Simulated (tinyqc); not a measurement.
# A tight-binding chain with uneven site energies, recursive Green functions, step by step

tinyqc, about 0.02 s, one thread, Intel Xeon 2.30GHz (shared host): `OMP_NUM_THREADS=1 python tinyqc.py 2660123 2660124 out.jsonl` Printed values are rounded.

The device has N = 5 slices of 1 site(s), nearest-neighbour hopping -t, and site energies U; the leads are semi-infinite continuations with site energy 0. V = <i+1|H|i> = -t 1.

Values chosen for this exercise:
- t = 1 eV (hopping (matrix element -t))
- U = [0.7, 0.3, 2.47, -0.13, 0.2] eV (site energies, slice by slice)
- E = -0.28 eV (energy)

Constants: q = 1.602176634e-19 C, h = 6.62607015e-34 J s. Results are converted to the units shown.

## Self-energy of the leads

Sigma = t^2 g(E), g(x) = (x - i sqrt(4 t^2 - x^2))/(2 t^2) for |x| < 2 t and (x - sign(x) sqrt(x^2 - 4 t^2))/(2 t^2) otherwise; Gamma = i (Sigma - Sigma^dagger); both leads give the same.

Sigma = -0.140000-0.990152i eV
Gamma = 1.98030 eV
open modes = 1

## Forward pass

Forward pass: g_1 = (E - H_1 - Sigma)^(-1), g_i = (E - H_i - V g_(i-1) V^dagger)^(-1), with Sigma also subtracted on the last slice; G_(i,1) = g_i V G_(i-1,1), starting from g_1. H_i is the block of slice i, its site energy.

```
site         g_i (1/eV)  G_(i,1) of the forward pass (1/eV)
1     -0.49822-0.58728i                   -0.49822-0.58728i
2     -0.23260-1.67038i                    0.86509-0.96882i
3     -0.27580-0.18301i                    0.41590-0.10889i
4      2.55089-3.71073i                   -0.65685+1.82104i
5     -0.09492-0.15435i                   -0.34343+0.07147i
```

## Transmission

G_(N,1) = -0.343431+0.071470i 1/eV

T(E) = Tr[Gamma G_(N,1) Gamma G_(N,1)^dagger]. Conductance (2 q^2/h) T(E).

T(E) = 0.482564
conductance = 37.3895 uS

Inverting the whole matrix gives the same value.

## Backward pass

Backward pass: G_NN = g_N, G_ii = g_i + g_i V^dagger G_(i+1,i+1) V g_i; local density of states -Im G_ii/pi on each site.

```
site        G_ii (1/eV)  local density of states (1/eV)
1      0.22692-0.22133i                        0.070451
2      0.40947-1.30680i                        0.415966
3     -0.18223-0.18464i                        0.058773
4      0.31816-0.79276i                        0.252342
5     -0.09492-0.15435i                        0.049132
```

A site of an infinite clean chain has 1/(pi sqrt(4 t^2 - x^2)) = 0.161 1/eV at this energy (x counted from the band centre); the device goes from 0.0491 (site 5) to 0.416 (site 2).

## States fed from the left, and the bond current

The full first column follows backwards from c_N = G_(N,1): c_i = G_(i,1)(forward) + g_i V^dagger c_(i+1). The density of states fed by the left lead is Gamma |c_i|^2/(2 pi), and the current on bond i is 2 t Gamma Im(c_(i+1) conj(c_i)) in units of T(E).

```
site           c_i (1/eV)  density fed from the left (1/eV)
1      0.226916-0.221329i                          0.031668
2      0.971461-0.410598i                          0.350577
3      0.336531-0.016818i                          0.035784
4     -0.046000+0.364349i                          0.042506
5     -0.343431+0.071470i                          0.038783
```

bond current, bond 1 to 4: 0.482564  0.482564  0.482564  0.482564

The bond current is the same on every bond and equals T(E): the current is conserved.
